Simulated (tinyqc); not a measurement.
Finite line against the semi-infinite law: electromigration in a confined line: Blech product, Korhonen stress evolution and Black's law. Computed by tinyqc, a small Python program. Command: `OMP_NUM_THREADS=1 python tinyqc.py 3030464 3030465 out.jsonl emigr walk`. One thread of a shared host (Intel(R) Xeon(R) Processor @ 2.30GHz), about 0.01 s of CPU time with the checks.

The electron wind pushes atoms from the cathode (x = 0) to the anode (x = L); blocking ends build a back stress (tension positive). The input rho is taken not to change with temperature. d sigma/dt = d/dx [kappa (d sigma/dx + G)], with zero flux at both ends and sigma = sigma_0 at t = 0.

Inputs (values chosen for the exercise, close to those used for copper lines):

| quantity | value | unit |
|---|---|---|
| resistivity rho | 2.87 | micro-ohm cm |
| atomic volume Omega | 11.8 | angstrom^3 |
| effective charge number Z* | 1.7 | - |
| prefactor D0 | 5.7e-08 | m^2/s |
| activation energy E | 0.925 | eV |
| effective modulus B | 25 | GPa |
| critical stress sigma_c | 190 | MPa |
| initial stress sigma_0 | 29 | MPa |
| current density j | 0.78 | MA/cm^2 |
| line length L | 17 | um |
| test temperature T | 270 | C |

Start: thermal stress.

Constants: e = 1.602176634e-19 C; k_B = 8.617333262e-05 eV/K; k_B = 1.380649e-23 J/K.

Method:
- G = Z* e rho j/Omega; D = D0 exp(-E/(k_B T)); kappa = D B Omega/(k_B T); drift velocity of an unconfined line v = D Z* e rho j/(k_B T). SI: 1 micro-ohm cm = 1e-8 ohm m, 1 MA/cm^2 = 1e10 A/m^2.
- Temperatures in kelvin are T(C) + 273.15.
- At steady state sigma(x) = sigma_0 + G (L/2 - x). A void forms only if the cathode stress reaches sigma_c, that is if j L exceeds (j L)_c = 2 Omega (sigma_c - sigma_0)/(Z* e rho). Time scale tau = L^2/kappa.
- sigma(x, t) = sigma_0 + G L [1/2 - x/L - 4 sum_(m odd) cos(m pi x/L) exp(-m^2 pi^2 s)/(m pi)^2], s = t/tau, summed to m = 399.
- Semi-infinite line: sigma(0, t) = sigma_0 + 2 G L sqrt(s/pi). One-term form: keep m = 1 alone.

tau = 13.7021 h

stress gradient G = 5.16718 MPa/um

Cathode stress (MPa):

| s | t (h) | full series | semi-infinite | one term |
|---|---|---|---|---|
| 0.002 | 2.7404e-02 | 33.433 | 33.43 | 38.016 |
| 0.005 | 6.8511e-02 | 36.009 | 36.01 | 39.034 |
| 0.01 | 1.3702e-01 | 38.912 | 38.91 | 40.666 |
| 0.02 | 2.7404e-01 | 43.018 | 43.02 | 43.697 |
| 0.05 | 6.8511e-01 | 51.140 | 51.16 | 51.187 |
| 0.1 | 1.3702e+00 | 59.652 | 60.34 | 59.652 |
| 0.2 | 2.7404e+00 | 67.976 | 73.33 | 67.976 |
| 0.4 | 5.4809e+00 | 72.234 | 91.69 | 72.234 |
| 0.8 | 1.0962e+01 | 72.908 | 117.65 | 72.908 |

Among these rows the semi-infinite law holds to 1 % up to s = 0.05 and the one-term form from s = 0.05 on: the far end is felt once sqrt(kappa t) is no longer small against L, and by then the terms with m > 1 have nearly died out. The critical stress 190 MPa is not reached in these rows.
